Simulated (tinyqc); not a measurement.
Capacitance of parallel on-chip lines from Laplace's equation on a mesh: two steps of the calculation.

Cross-section of an endless row of equal lines between two grounded planes; neighbours are driven in antiphase (+1 V and -1 V), so the plane midway between two lines is at 0 V. By symmetry one quarter is solved: x runs from the centre of a line (column 0, mirror) to that midplane (column 5, 0 V), y from the mid-height of the line (row 0, mirror) to the ground plane (row 3, 0 V). The line fills columns 0 to 2 and rows 0 to 1 at 1 V. Cells beside the line (below row 1) have e2, cells above have e1. Each link between nodes has the conductance g = mean permittivity of the two cells beside it (a cell beyond a mirror counts as 0), and the free nodes obey sum g (V_neighbour - V) = 0.

Parameters, values chosen for the exercise:
```
symbol  value  unit                                          meaning
e1          3        relative permittivity above and below the lines
e2        2.7                relative permittivity between the lines
om        1.2                                 over-relaxation factor
```

Task 1. Link conductances. gx[j, i] joins node (row j, column i) to column i + 1, gy[j, i] to row j + 1.

Wanted: gx; gy.

Result 1.

gx:

|  | col 0 | col 1 | col 2 | col 3 | col 4 |
|---|---|---|---|---|---|
| row 0 | 1.350 | 1.350 | 1.350 | 1.350 | 1.350 |
| row 1 | 2.850 | 2.850 | 2.850 | 2.850 | 2.850 |
| row 2 | 3.000 | 3.000 | 3.000 | 3.000 | 3.000 |
| row 3 | 1.500 | 1.500 | 1.500 | 1.500 | 1.500 |

gy:

|  | col 0 | col 1 | col 2 | col 3 | col 4 | col 5 |
|---|---|---|---|---|---|---|
| row 0 | 1.350 | 2.700 | 2.700 | 2.700 | 2.700 | 1.350 |
| row 1 | 1.500 | 3.000 | 3.000 | 3.000 | 3.000 | 1.500 |
| row 2 | 1.500 | 3.000 | 3.000 | 3.000 | 3.000 | 1.500 |

Task 2. Relaxation sweep. One sweep visits the free nodes row by row from row 0, left to right, and replaces V by V + om (weighted mean of the neighbours - V), using new values at once.

V at the start (V):

|  | col 0 | col 1 | col 2 | col 3 | col 4 | col 5 |
|---|---|---|---|---|---|---|
| row 0 | 1 | 1 | 1 | 0 | 0 | 0 |
| row 1 | 1 | 1 | 1 | 0 | 0 | 0 |
| row 2 | 0 | 0 | 0 | 0 | 0 | 0 |
| row 3 | 0 | 0 | 0 | 0 | 0 | 0 |

gx:

|  | col 0 | col 1 | col 2 | col 3 | col 4 |
|---|---|---|---|---|---|
| row 0 | 1.35 | 1.35 | 1.35 | 1.35 | 1.35 |
| row 1 | 2.85 | 2.85 | 2.85 | 2.85 | 2.85 |
| row 2 | 3 | 3 | 3 | 3 | 3 |
| row 3 | 1.5 | 1.5 | 1.5 | 1.5 | 1.5 |

gy:

|  | col 0 | col 1 | col 2 | col 3 | col 4 | col 5 |
|---|---|---|---|---|---|---|
| row 0 | 1.35 | 2.7 | 2.7 | 2.7 | 2.7 | 1.35 |
| row 1 | 1.5 | 3 | 3 | 3 | 3 | 1.5 |
| row 2 | 1.5 | 3 | 3 | 3 | 3 | 1.5 |

Wanted: V after sweep 1.

Result 2.

V after sweep 1 (V):

|  | col 0 | col 1 | col 2 | col 3 | col 4 | col 5 |
|---|---|---|---|---|---|---|
| row 0 | 1.0000 | 1.0000 | 1.0000 | 0.3000 | 0.0900 | 0.0000 |
| row 1 | 1.0000 | 1.0000 | 1.0000 | 0.3853 | 0.1412 | 0.0000 |
| row 2 | 0.3000 | 0.3900 | 0.4170 | 0.2407 | 0.1146 | 0.0000 |
| row 3 | 0.0000 | 0.0000 | 0.0000 | 0.0000 | 0.0000 | 0.0000 |

Computed by the program tinyqc: `OMP_NUM_THREADS=1 python tinyqc.py 2790110 2790111 out.jsonl`, one thread of a shared Intel Xeon 2.30GHz, about 0.5 s for the whole run.
